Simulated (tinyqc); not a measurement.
Decay of LO phonons and the hot-phonon bottleneck in the cooling of electrons: one step, computed by the program tinyqc.

n(E, T) = 1/(exp(E/(k_B T)) - 1) is the Bose occupation. Electrons have a temperature T_e; the LO modes within their reach share one occupation N; the decay products stay at the lattice temperature.

Problem. Spontaneous emission time. Froehlich coupling alpha = (e^2/(4 pi eps_0)) (1/eps_inf - 1/eps_s) k_0/(2 hbar omega), k_0 = sqrt(m* hbar omega/(hbar^2/(2 m_0))); emission time tau_sp = hbar/(2 alpha hbar omega); bottleneck ratio r = (n/N_m) tau/tau_sp.

Inputs (values chosen for the exercise, modelled on gallium arsenide):
```
quantity                                             value    unit
LO energy hbar omega                                  35.8     meV
lattice temperature T                                  150       K
electron mass m*                                    0.0652     m_0
eps_inf                                               10.7       -
static dielectric constant eps_s                      12.9       -
electron density n                                 1.1e+19  1/cm^3
density of LO modes that the electrons reach, N_m  1.9e+19  1/cm^3
```

Decay channel: two equal phonons (Klemens).

phonon lifetime tau = 4.676283 ps

Constants: e^2/(4 pi eps_0) = 14.39964548 eV angstrom; hbar^2/(2 m_0) = 3.80998212 eV angstrom^2; hbar = 6.582119569e-16 eV s.

Give: alpha; emission time tau_sp; bottleneck ratio r.

Solution.

alpha = 0.07934

emission time tau_sp = 115.9 fs

bottleneck ratio r = 23.37

r compares the rate at which electrons exchange quanta with a mode to its decay rate. Exchange outruns decay, so a hot population builds up if the power is high enough.
